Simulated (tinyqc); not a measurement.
# Composition and strain of an epitaxial Si(1-x)Ge(x) layer from Raman and X-ray peaks, step by step

A worked calculation. Computed by tinyqc, a small Python program that keeps every step. Command: `OMP_NUM_THREADS=1 python tinyqc.py 3001125 3001126 out.jsonl epiraman walk`. One thread of a shared host (Intel(R) Xeon(R) Processor @ 2.30GHz), about 0.01 s of CPU time with the checks. Intermediate numbers are printed to about 6 digits and carried at full precision; extremes and crossings named in words are read from the listed rows.

A (001) layer, biaxially strained in the plane. The Raman peaks follow empirical lines omega = w0 + c1 x + c3 x^3 + b eps (c3 for Si-Ge alone), with eps the in-plane strain.

Inputs (values chosen for the exercise, modelled on silicon-germanium):
```
quantity                        value      unit
Ge fraction x                    0.73         -
degree of relaxation R              0         -
lattice constant of Si          5.431  angstrom
lattice constant of Ge          5.658  angstrom
bowing B                         0.03  angstrom
2 C12/C11 of Si                 0.777         -
2 C12/C11 of Ge                 0.752         -
Si-Si: w0                       520.3      1/cm
Si-Si: c1                         -68      1/cm
Si-Si: strain coefficient b      -745      1/cm
Si-Ge: w0                       399.9      1/cm
Si-Ge: c1                        23.5      1/cm
Si-Ge: c3                         -32      1/cm
Si-Ge: strain coefficient b      -608      1/cm
Ge-Ge: w0                       280.2      1/cm
Ge-Ge: c1                        19.7      1/cm
Ge-Ge: strain coefficient b      -431      1/cm
uncertainty of a Raman peak      0.05      1/cm
X-ray wavelength             1.540598  angstrom
```

Substrate: germanium. Pair of peaks used: Si-Si and Si-Ge.

## Lattice constants and strain

Relaxed lattice constant a(x) = a_Si + (a_Ge - a_Si) x - B x (1 - x). In-plane constant a_par = a_sub + R (a(x) - a_sub); eps = a_par/a(x) - 1; eps_perp = -(2 C12/C11) eps with 2 C12/C11 linear in x; a_perp = a(x) (1 + eps_perp).

relaxed constant a(x) = 5.590797 angstrom

substrate constant a_sub = 5.658 angstrom

a_par = 5.658 angstrom

in-plane strain eps = 12.0203 per mille

strain along the normal = -9.12039 per mille

a_perp = 5.53981 angstrom

The layer is under tension in the plane and is shortened along the normal.

## Raman peaks

Insert x and eps in the three lines; the strain part is b eps.

Si-Si peak = 461.705 1/cm

Si-Ge peak = 397.298 1/cm

Ge-Ge peak = 289.400 1/cm

strain parts (1/cm): Si-Si -8.95512, Si-Ge -7.30834, Ge-Ge -5.18074

Read as unstrained, the Si-Si peak would give x = 0.862 in place of 0.73.

## X-ray (004) reflection

Bragg angle theta = arcsin(2 lambda/a) for (004), for the substrate with a_sub and the layer with a_perp; separation in arc seconds.

theta of the substrate = 32.9955 degree

theta of the layer = 33.7929 degree

separation, layer less substrate = 2870.43 arcsec

## Back from two peaks to composition and strain

Unknowns x and eps (per mille). Newton steps: J d = (measured - model), J = [d omega/dx, d omega/d eps] for the two peaks; start at x = 0.5, eps = 0; stop when |d| < 1e-9. The peaks are rounded to 0.001 per cm; R = (a(x)(1 + eps) - a_sub)/(a(x) - a_sub).

peaks used (1/cm): Si-Si 461.705, Si-Ge 397.298

Iterations:
```
step         x  eps (per mille)  residual 1 (1/cm)  residual 2 (1/cm)
0     0.500000           0.0000            -24.595       -1.03520e+01
1     0.676745          16.8810              0.000        1.67615e+00
2     0.724596          12.5134              0.000        1.52261e-01
3     0.729921          12.0273              0.000        1.97757e-03
4     0.729992          12.0208              0.000        3.53377e-07
5     0.729992          12.0208              0.000                  0
```

recovered x = 0.729992

recovered eps = 12.0208 per mille

recovered R = 0

## Which pair of peaks is best

For each pair invert J = [d omega/dx, d omega/d eps] at the true x. Independent errors of the given size in both peaks give sigma_x and sigma_eps = uncertainty x (norm of the rows of the inverse of J).

Error propagation:
```
pair               det J      sigma_x  sigma_eps (per mille)
Si-Si and Si-Ge  20.7385   0.00231841               0.176989
Si-Si and Ge-Ge  43.9845  9.78401e-04              0.0804785
Si-Ge and Ge-Ge  23.8984   0.00155925              0.0710446
```

The pair Si-Si and Ge-Ge fixes x best (sigma_x = 9.8e-4) and Si-Si and Si-Ge worst (0.0023), a factor 2.4. Strain moves all peaks the same way, so a good pair needs different ratios of composition slope to strain coefficient, best of opposite sign; the slopes here are -68, -27.7 and 19.7 per cm for Si-Si, Si-Ge and Ge-Ge. Errors in the coefficients themselves are not counted.

## Relaxation at fixed composition

(004) Bragg angle theta = arcsin(2 lambda/a), with a = a_perp for the layer and a_sub for the substrate; separation = layer less substrate. The apparent x is the one that a fully strained layer (R = 0) would need to give the same a_perp.

Signatures; columns: (1) R; (2) eps (per mille); (3) Si-Si (1/cm); (4) Ge-Ge (1/cm); (5) a_perp (angstrom); (6) (004) separation (arcsec); (7) apparent x if R = 0 is assumed:
```
(1)       (2)      (3)      (4)      (5)      (6)       (7)
0.00  12.0203  461.705  289.400  5.53981  2870.43  0.730000
0.15  10.2172  463.048  290.177  5.54746  2680.16  0.747953
0.30   8.4142  464.391  290.954  5.55510  2490.53  0.765836
0.50   6.0101  466.182  291.991  5.56530  2238.68  0.789572
0.70   3.6061  467.973  293.027  5.57550  1987.95  0.813187
0.85   1.8030  469.317  293.804  5.58315  1800.64  0.830820
1.00   0.0000  470.660  294.581  5.59080  1613.96  0.848386
```

Full relaxation moves the Si-Si peak by +8.96 per cm and shrinks the X-ray separation to 56 % of its strained value, about 1/(1 + 2 C12/C11). A symmetric reflection alone cannot part x from R: a relaxed layer read as strained gives x = 0.848 in place of 0.73. An asymmetric reflection or a second peak is needed.

Checks made by the program: recovered composition (relative difference 1e-05).
